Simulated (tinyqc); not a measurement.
Inside a calculation. Method: MP2 on RHF in the sto-3g basis, for H3+, spin multiplicity 1. One step of it, computed by the program tinyqc.

Problem. Iteration 1: building the Fock matrix. J_ij = sum D_kl (ij|kl), K_ij = sum D_kl (ik|jl); F = H + J - 0.5 K; E = tr D H + tr D J / 2 - 0.25 tr D K + E_nn.

D at the start:
```
,1H 1s,2H 1s,3H 1s
1H 1s,0.344563,0.344563,0.305411
2H 1s,0.344563,0.344563,0.305411
3H 1s,0.305411,0.305411,0.270708
```

core Hamiltonian H = T + V (hartree):
```
,1H 1s,2H 1s,3H 1s
1H 1s,-1.577947,-1.131387,-1.051817
2H 1s,-1.131387,-1.577947,-1.051817
3H 1s,-1.051817,-1.051817,-1.543682
```

Two-electron integrals (ij|kl) in chemists' order, unique and non-zero (hartree):
```
i,j,k,l,(ij|kl)
1,1,1,1,0.774606
2,1,1,1,0.369225
2,1,2,1,0.215304
2,2,1,1,0.519516
2,2,2,1,0.369225
2,2,2,2,0.774606
3,1,1,1,0.335391
3,1,2,1,0.179583
3,1,2,2,0.280214
3,1,3,1,0.181968
3,2,1,1,0.280214
3,2,2,1,0.179583
3,2,2,2,0.335391
3,2,3,1,0.167273
3,2,3,2,0.181968
3,3,1,1,0.496272
3,3,2,1,0.293561
3,3,2,2,0.496272
3,3,3,1,0.335391
3,3,3,2,0.335391
3,3,3,3,0.774606
```

nuclear repulsion = 1.72249317 hartree

Give: Coulomb J; exchange K; Fock matrix F; total energy of this density.

Solution.

Coulomb J (hartree):
```
,1H 1s,2H 1s,3H 1s
1H 1s,1.2107,0.7017,0.6400
2H 1s,0.7017,1.2107,0.6400
3H 1s,0.6400,0.6400,1.1637
```

exchange K (hartree):
```
,1H 1s,2H 1s,3H 1s
1H 1s,0.9593,0.8338,0.7745
2H 1s,0.8338,0.9593,0.7745
3H 1s,0.7745,0.7745,0.8601
```

Fock matrix F (hartree):
```
,1H 1s,2H 1s,3H 1s
1H 1s,-0.8469,-0.8466,-0.7991
2H 1s,-0.8466,-0.8469,-0.7991
3H 1s,-0.7991,-0.7991,-0.8100
```

total energy of this density = -1.243730 hartree
